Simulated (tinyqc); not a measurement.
Stark shift: graded (staircase) quantum well by finite differences.

Finite differences on points z_i at the centres of cells of width h: H_ii = (c/h^2)(1/m_(i-1/2) + 1/m_(i+1/2)) + V_i, H_(i,i+1) = -(c/h^2)/m_(i+1/2), where m_(i+1/2) is the mean of the masses at the two points (the end values are repeated outwards), psi = 0 on the points beyond both ends, c = hbar^2/2m0. The field adds e F (z - z0) with z0 the middle of the structure; 1 kV/cm = 1e-5 eV/angstrom.

Constants: hbar^2/2m0 = 3.80998211 eV angstrom^2.

Parameters, chosen for this exercise (out of a larger set: near those of an InGaAs well in InAlAs; not measured data): layers = ((108, 0.532, 0.0747), (27, 0.236, 0.0564), (27, 0.059, 0.0454), (27, 0, 0.0417), (27, 0.059, 0.0454), (27, 0.236, 0.0564), (108, 0.532, 0.0747)) (each layer: thickness in angstrom, band edge in eV, mass in m0); hf = 1.6875 angstrom (cell width of the fine grid); Fs = (0, 15, 30, 45, 60, 75, 90) kV/cm (fields).

Fine grid. Perturbation theory: dE1 = e F z_11 - beta (e F)^2 with beta = sum_j z_1j^2/(E_j - E_1) over the 13 next levels at zero field, z from z0.

Levels against field:
```
F (kV/cm)  E1 (eV)  E2 (eV)  dE1 (meV)  second order (meV)  <z - z0> (angstrom)  E2 - E1 (meV)
0           0.0839   0.2475       0.00                0.00                  0.0          163.6
15.0        0.0838   0.2474      -0.07               -0.07                 -1.0          163.6
30.0        0.0836   0.2472      -0.29               -0.29                 -1.9          163.6
45.0        0.0832   0.2468      -0.65               -0.65                 -2.9          163.6
60.0        0.0827   0.2462      -1.15               -1.15                 -3.8          163.5
75.0        0.0821   0.2455      -1.79               -1.79                 -4.8          163.4
90.0        0.0813   0.2446      -2.58               -2.58                 -5.7          163.3
```

z_11 = 0.00 angstrom
beta = 3190 angstrom^2/eV

What does the comparison show, and why?

At zero field the state is centred, so the shift starts as F^2; it turns linear only if the state is pulled to one side. At 90 kV/cm E1 has moved by -2.58 meV, where second order gives -2.58 meV; they differ by 0.0 % there. The electron moves by -5.7 angstrom, against the rise of the potential. E2 - E1 shrinks with the field; the ends are 163.6 and 163.3 meV.

tinyqc: `OMP_NUM_THREADS=1 python tinyqc.py 1250822 1250823 out.jsonl`; about 0.01 s, one thread, shared Intel(R) Xeon(R) Processor @ 2.30GHz.
